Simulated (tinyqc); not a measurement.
Inside a calculation. Model: floating body of a partially depleted SOI transistor: body voltage and kink.

Computed by the program tinyqc: `OMP_NUM_THREADS=1 python tinyqc.py 2182221 2182222 out.jsonl`, one thread of a shared Intel Xeon 2.30GHz, about 0.2 s for the whole run. Printed values are rounded.

Source at 0 V. Channel current Ic = 2 nf K Vt^2 [F(0) - F(Vd)](1 + la Vd), F(V) = ln^2(1 + exp((Vg - VT - nf V)/(2 nf Vt))), VT = VT0 - gb Vb. Saturation voltage Vs = 2 Vt sqrt(F(0)) + 3 Vt, excess Ve = (Vd - Vs + sqrt((Vd - Vs)^2 + 0.0004 V^2))/2, multiplication M1 = Ai Ve exp(-Bl/Ve). Each junction passes D(v) = J1 (exp(v/Vt) - 1) + J2 (exp(v/(2 Vt)) - 1). Bipolar current Ib = bb J1 (exp(Vb/Vt) - 1). The body settles where M1 (Ic + Ib) = D(Vb) + D(Vb - Vd) + Vb/Rb; drain current Id = (1 + M1)(Ic + Ib) - D(Vb - Vd).

Inputs (values chosen for the exercise); values of the order met in partially depleted silicon-on-insulator transistors: temperature T = 300 K; threshold at zero body voltage VT0 = 0.37 V; fall of the threshold per volt of body voltage gb = 0.28; slope factor nf = 1.32; gain factor per width K = 590 uA/(V^2 um); channel-length modulation factor la = 0.08 1/V; impact-ionisation prefactor Ai = 1.12 1/V; impact-ionisation voltage Bl = 6.1 V; diffusion saturation current of each junction J1 = 1.5e-12 uA/um; recombination saturation current of each junction J2 = 4.4e-8 uA/um; gain of the lateral bipolar transistor on the diffusion current bb = 3; resistance of a weak body tie to the source (1e9 stands for no tie, and the term is then dropped) Rb = 40000 kohm um; gate voltage Vg = 0.74 V; drain voltage Vd = 2.2 V.

Constants: q = 1.602176634e-19 C, kB = 1.380649e-23 J/K, Vt = kB T/q. Results are converted to the units shown.

Range of the model: The multiplication law is an empirical form chosen for the exercise; self-heating and capacitive coupling to the body are left out, and the linear laws are rough once Vb passes about 0.7 V or M1 about 0.1.

## Starting value

Vb = 0.81 V.

Vb at the start = 0.81 V

## Iteration 1: new Vb

Current into the body I_in = M1 (Ic + Ib) - D(Vb - Vd), current out I_out = D(Vb) + Vb/Rb; f = ln(I_in/I_out), s = df/dVb by central differences over 1e-5 V, Vb(new) = Vb - f/s.

Ic = 93.61143 uA/um
Ve = 1.670374 V
M1 = 0.04853358
I_in = 13.38744 uA/um
I_out = 61.04270 uA/um
f = -1.517256
s = -13.29852 1/V
Vb after iteration 1 = 0.6959079 V

## Iteration 2: new Vb

As before.

Ic = 83.86000 uA/um
Ve = 1.694570 V
M1 = 0.05187203
I_in = 4.464509 uA/um
I_out = 0.7841348 uA/um
f = 1.739334
s = -35.71289 1/V
Vb after iteration 2 = 0.7446111 V

## Iteration 3: new Vb

As before.

Ic = 87.95695 uA/um
Ve = 1.684242 V
M1 = 0.05043027
I_in = 5.168214 uA/um
I_out = 4.939479 uA/um
f = 0.04526741
s = -32.50020 1/V
Vb after iteration 3 = 0.7460040 V

## Course of the iteration

Stop when the step is below 1e-10 V, or after 40 iterations.

Course of the iteration:
```
iteration  Vb before the step (V)  step (V)
1                            0.81    -0.114
2                       0.6959079    0.0487
3                       0.7446111   1.39e-3
4                       0.7460040   4.92e-6
5                       0.7460089  6.32e-11
```

Converged in 5 iterations.

## Drain current with floating and with grounded body

converged Vb = 0.7460089 V

Id and VT at the converged Vb, Id at Vb = 0, their ratio, and the bipolar share Ib/(Ic + Ib).

VT = 0.1611175 V
Id, floating = 108.6191 uA/um
Id, grounded = 38.74872 uA/um
ratio = 2.803165
bipolar share = 14.82705 %

The body rises to 0.746 V and lowers the threshold by 209 mV.
